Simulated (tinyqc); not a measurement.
# Worked calculation: Joule-heated wire on a substrate, fin equation

Program tinyqc, `OMP_NUM_THREADS=1 python tinyqc.py 2520038 2520039 out.jsonl`; Intel Xeon 2.30GHz, shared host, one thread, about 0.01 s. Printed values are rounded.

A wire of length L loses heat along itself to two contacts and sideways to the substrate: kap A theta'' - g theta + p = 0 with theta = T - T0 and p(x) = p0 exp(-((x/L - x0)/sg)^2/2). The ends are held at T0. Constant conductivity, diffusive heat flow.

Inputs (values chosen for the exercise):
- T0 = 300 K (temperature of substrate and contacts)
- kap = 270 W/(m K) (conductivity along the wire)
- A = 250 nm^2 (cross-section)
- g = 0.37 W/(m K) (conductance per length to the substrate)
- L = 1900 nm (length between the contacts)
- Rc = 0 K/uW (thermal resistance of each contact)
- p0 = 0.077 uW/nm (peak heating per length)
- x0 = 0.63 (place of the hot spot as a share of L)
- sg = 0.06 (width of the hot spot as a share of L)

## Healing length

LH = sqrt(kap A/g); far from the contacts uniform heating p0 would give theta = p0/g.

LH = 427.121 nm
L/LH = 4.44839
p0/g = 208.108 K

## The tridiagonal system

Nodes x_i = i h, h = L/10; box widths w_i = h (h/2 at the ends); c = kap A/h; equation of node i: -c theta_(i-1) + d_i theta_i - c theta_(i+1) = b_i with d_i = 2 c + g w_i, b_i = p(x_i) w_i; theta = 0 at the end nodes.

c = 0.355263 uW/K

```
node  d (uW/K)       b (uW)
1     0.780826  1.66620e-16
2     0.780826  1.02878e-10
3     0.780826   3.94948e-6
4     0.780826   0.00942728
5     0.780826      1.39913
6     0.780826      12.9109
7     0.780826      7.40769
8     0.780826     0.264262
9     0.780826   5.86155e-4
```

## Temperature rise

Solve -c theta_(i-1) + d_i theta_i - c theta_(i+1) = b_i for nodes 1 to 9, with theta = 0 at nodes 0 and 10.

theta, node 0 to 10 (K): 0.0000  3.8328  8.4241  14.6824  23.8460  37.7017  55.0797  47.0150  27.4024  12.4684  0.0000

The hottest node is 6, at 55.08 K above T0; a mesh of 800 steps gives a peak of 54.05 K, so the coarse value is 1.9 % above it. On the fine mesh 74.0 % of the heat leaves through the substrate and the rest through the contacts.
